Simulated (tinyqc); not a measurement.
Inside a calculation. Method: CIS and TDHF on RHF in the sto-6g basis, for BeH2, spin multiplicity 1. One step of it, computed by the program tinyqc.

Question. TDHF (RPA) triplet states. B(ia,jb) = - (ib|ja); the squared energies are the eigenvalues of (A - B)(A + B); 1 hartree = 27.211386 eV.

CIS matrix A, triplet (hartree):
```
           1>4       1>5        1>6        1>7        2>4       2>5        2>6        2>7
1>4   4.228353  0.000000  -0.016425   0.000000   0.007631  0.000000  -0.000655   0.000000
1>5   0.000000  4.231971   0.000000   0.000000   0.000000  0.007293   0.000000   0.000000
1>6  -0.016425  0.000000   4.551938   0.000000  -0.000655  0.000000   0.007004   0.000000
1>7   0.000000  0.000000   0.000000   4.878942   0.000000  0.000000   0.000000   0.008040
2>4   0.007631  0.000000  -0.000655   0.000000   0.290301  0.000000  -0.003705   0.000000
2>5   0.000000  0.007293   0.000000   0.000000   0.000000  0.293889   0.000000   0.000000
2>6  -0.000655  0.000000   0.007004   0.000000  -0.003705  0.000000   0.499420   0.000000
2>7   0.000000  0.000000   0.000000   0.008040   0.000000  0.000000   0.000000   0.882455
3>4   0.000000  0.000000   0.000000   0.002983   0.000000  0.000000   0.000000   0.029309
3>5   0.000000  0.000000   0.000000   0.000000   0.000000  0.000000   0.000000   0.000000
3>6   0.000000  0.000000   0.000000  -0.010441   0.000000  0.000000   0.000000  -0.138999
3>7   0.002983  0.000000  -0.010441   0.000000   0.029309  0.000000  -0.138999   0.000000

          3>4       3>5        3>6        3>7
1>4  0.000000  0.000000   0.000000   0.002983
1>5  0.000000  0.000000   0.000000   0.000000
1>6  0.000000  0.000000   0.000000  -0.010441
1>7  0.002983  0.000000  -0.010441   0.000000
2>4  0.000000  0.000000   0.000000   0.029309
2>5  0.000000  0.000000   0.000000   0.000000
2>6  0.000000  0.000000   0.000000  -0.138999
2>7  0.029309  0.000000  -0.138999   0.000000
3>4  0.263022  0.000000   0.002853   0.000000
3>5  0.000000  0.268436   0.000000   0.000000
3>6  0.002853  0.000000   0.452116   0.000000
3>7  0.000000  0.000000   0.000000   0.825495
```

Two-electron integrals over orbitals (pq|rs), unique and non-zero (hartree):
```
(11|11) 2.280588    (21|11) -0.194480   (21|21) 0.026007    (22|11) 0.480152
(22|21) -0.006144   (22|22) 0.393204    (31|31) 0.005780    (32|31) 0.013013
(32|32) 0.163603    (33|11) 0.447941    (33|21) -0.002279   (33|22) 0.405787
(33|33) 0.428477    (41|11) 0.045986    (41|21) -0.005638   (41|22) 0.003862
(41|33) 0.002145    (41|41) 0.016792    (42|11) -0.019374   (42|21) 0.001896
(42|22) 0.011376    (42|33) 0.011278    (42|41) 0.014000    (42|42) 0.048132
(43|31) -0.000165   (43|32) 0.012918    (43|43) 0.015652    (44|11) 0.567391
(44|21) -0.007631   (44|22) 0.361589    (44|33) 0.350093    (44|41) -0.005594
(44|42) -0.026745   (44|44) 0.454515    (51|51) 0.016042    (52|51) 0.014915
(52|52) 0.048140    (53|53) 0.014015    (54|51) -0.003692   (54|52) -0.009649
(54|54) 0.025940    (55|11) 0.570053    (55|21) -0.007293   (55|22) 0.364280
(55|33) 0.350958    (55|41) 0.001404    (55|42) -0.008729   (55|44) 0.400668
(55|55) 0.450117    (61|11) -0.190735   (61|21) 0.026387    (61|22) -0.006087
(61|33) -0.003156   (61|41) -0.002769   (61|42) 0.004228    (61|44) -0.006483
(61|55) -0.004768   (61|61) 0.027552    (62|11) 0.123819    (62|21) -0.006655
(62|22) -0.020235   (62|33) -0.043615   (62|41) 0.004110    (62|42) -0.003566
(62|44) 0.051150    (62|55) 0.056774    (62|61) -0.004353   (62|62) 0.079447
(63|31) -0.001716   (63|32) -0.092429   (63|43) -0.010576   (63|63) 0.081902
(64|11) 0.016425    (64|21) 0.000655    (64|22) 0.003705    (64|33) -0.002853
(64|41) 0.014306    (64|42) 0.039569    (64|44) -0.005207   (64|55) 0.006213
(64|61) 0.003681    (64|62) 0.021023    (64|64) 0.044384    (65|51) 0.016037
(65|52) 0.046274    (65|54) -0.006658   (65|65) 0.049780    (66|11) 0.487170
(66|21) -0.007004   (66|22) 0.395833    (66|33) 0.404363    (66|41) 0.009061
(66|42) 0.026382    (66|44) 0.358945    (66|55) 0.366989    (66|61) -0.005353
(66|62) -0.024431   (66|64) 0.016560    (66|66) 0.418489    (71|31) 0.010853
(71|32) 0.019389    (71|43) -0.000768   (71|63) -0.001148   (71|71) 0.020718
(72|31) 0.003796    (72|32) -0.044237   (72|43) -0.012188   (72|63) 0.060919
(72|71) 0.007492    (72|72) 0.057500    (73|11) 0.142739    (73|21) -0.004562
(73|22) -0.005718   (73|33) -0.020467   (73|41) -0.000501   (73|42) -0.017448
(73|44) 0.062179    (73|55) 0.062102    (73|61) -0.003614   (73|62) 0.073040
(73|64) 0.008244    (73|66) -0.023775   (73|73) 0.084410    (74|31) -0.002983
(74|32) -0.029309   (74|43) 0.011491    (74|63) 0.017003    (74|71) -0.004986
(74|72) 0.004489    (74|74) 0.022480    (75|53) 0.013576    (75|75) 0.016573
(76|31) 0.010441    (76|32) 0.138999    (76|43) 0.014275    (76|63) -0.090478
(76|71) 0.015847    (76|72) -0.053586   (76|74) -0.024695   (76|76) 0.133419
(77|11) 0.567325    (77|21) -0.008040   (77|22) 0.419958    (77|33) 0.438144
(77|41) 0.001100    (77|42) 0.002121    (77|44) 0.388909    (77|55) 0.386970
(77|61) -0.008225   (77|62) -0.030494   (77|64) -0.007128   (77|66) 0.428220
(77|73) -0.006308   (77|77) 0.477759
```

Give: TDHF matrix B, triplet; squared energies w^2; TDHF energies from the positive w^2.

Answer.

TDHF matrix B, triplet (hartree):
```
        1>4     1>5     1>6     1>7     2>4     2>5     2>6     2>7
1>4  -0.017   0.000   0.003   0.000  -0.014   0.000  -0.004   0.000
1>5   0.000  -0.016   0.000   0.000   0.000  -0.015   0.000   0.000
1>6   0.003   0.000  -0.028   0.000  -0.004   0.000   0.004   0.000
1>7   0.000   0.000   0.000  -0.021   0.000   0.000   0.000  -0.007
2>4  -0.014   0.000  -0.004   0.000  -0.048   0.000   0.004   0.000
2>5   0.000  -0.015   0.000   0.000   0.000  -0.048   0.000   0.000
2>6  -0.004   0.000   0.004   0.000   0.004   0.000  -0.079   0.000
2>7   0.000   0.000   0.000  -0.007   0.000   0.000   0.000  -0.058
3>4   0.000   0.000   0.000   0.001   0.000   0.000   0.000   0.017
3>5   0.000   0.000   0.000   0.000   0.000   0.000   0.000   0.000
3>6   0.000   0.000   0.000   0.004   0.000   0.000   0.000  -0.073
3>7   0.001   0.000   0.001   0.000   0.012   0.000  -0.061   0.000

        3>4     3>5     3>6     3>7
1>4   0.000   0.000   0.000   0.001
1>5   0.000   0.000   0.000   0.000
1>6   0.000   0.000   0.000   0.001
1>7   0.001   0.000   0.004   0.000
2>4   0.000   0.000   0.000   0.012
2>5   0.000   0.000   0.000   0.000
2>6   0.000   0.000   0.000  -0.061
2>7   0.017   0.000  -0.073   0.000
3>4  -0.016   0.000   0.011   0.000
3>5   0.000  -0.014   0.000   0.000
3>6   0.011   0.000  -0.082   0.000
3>7   0.000   0.000   0.000  -0.084
```

squared energies w^2 (hartree^2): [0.067, 0.072, 0.081, 0.084, 0.154, 0.185, 0.766, 0.850, 17.871, 17.909, 20.727, 23.804]

TDHF energies from the positive w^2 (eV): [7.044, 7.295, 7.721, 7.888, 10.668, 11.714, 23.817, 25.090, 115.035, 115.156, 123.886, 132.762]
